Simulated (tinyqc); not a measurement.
The solidus: solid solubility of a dopant against its melt (retrograde solidus), clustering and the electrically active fraction. Computed by tinyqc, a small Python program. Command: `OMP_NUM_THREADS=1 python tinyqc.py 3010949 3010950 out.jsonl retro walk`. One thread of a shared host (Intel(R) Xeon(R) Processor @ 2.30GHz), about 0.01 s of CPU time with the checks.

Inputs (values chosen for the exercise, for a model dopant): melting point of the host T_m = 1687 K; heat of melting of the host H_f = 50.2 kJ/mol; interaction L of the melt = 3.3 kJ/mol; enthalpy of transfer from melt to solid H = 0.679 eV; entropy of transfer S = 0.32 k_B; site density N0 = 5e+22 1/cm^3.

Constants: R = 8.314462618 J/(mol K); k_B = 8.617333262e-05 eV/K; e = 1.602176634e-19 C; N_A = 6.02214076e+23 1/mol.

Method. x_l and x_s are atom fractions of the dopant in melt and solid; the solid is dilute. Liquidus of the host: R T ln(1 - x_l) + L x_l^2 = -H_f (1 - T/T_m). Distribution: k = x_s/x_l = exp[L (1 - x_l)^2/(R T)] exp(S/k_B - H/(k_B T)), the first factor being the activity coefficient in the melt. Solubility = x_s N0; at T_m x_l = 0. The largest x_s N0 between 900 K and T_m. For an ideal melt with constant heats the maximum has x_l = H_f/(H + H_f), H in the same units.

largest solubility = 1.55131e+20 1/cm^3

temperature of the maximum = 1469.80 K

Against temperature:
```
T (K)      x_l         k  solubility (1/cm^3)  over the maximum
1000   0.93975  0.000522           2.4523e+19           0.15808
1100   0.88862  0.001072           4.7609e+19           0.30689
1200   0.81184  0.001961           7.9584e+19           0.51301
1300   0.70378  0.003298           1.1606e+20           0.74817
1400   0.56082  0.005229           1.4663e+20           0.94520
1500   0.38448  0.007965           1.5311e+20           0.98700
1580   0.22517  0.010931           1.2306e+20           0.79326
1640   0.09965  0.013727           6.8395e+19           0.44089
1675   0.02546  0.015621           1.9889e+19           0.12821
```

Between the first rows the Arrhenius energy of the solubility is 0.63 eV, against H = 0.679 eV; it shrinks to zero at 1470 K and turns negative beyond. A crystal saturated at the maximum precipitates dopant-rich liquid on cooling and on heating alike. Below a eutectic or compound temperature another phase would set the limit.

Extremes, crossings and ranges named in words are read from the listed rows.
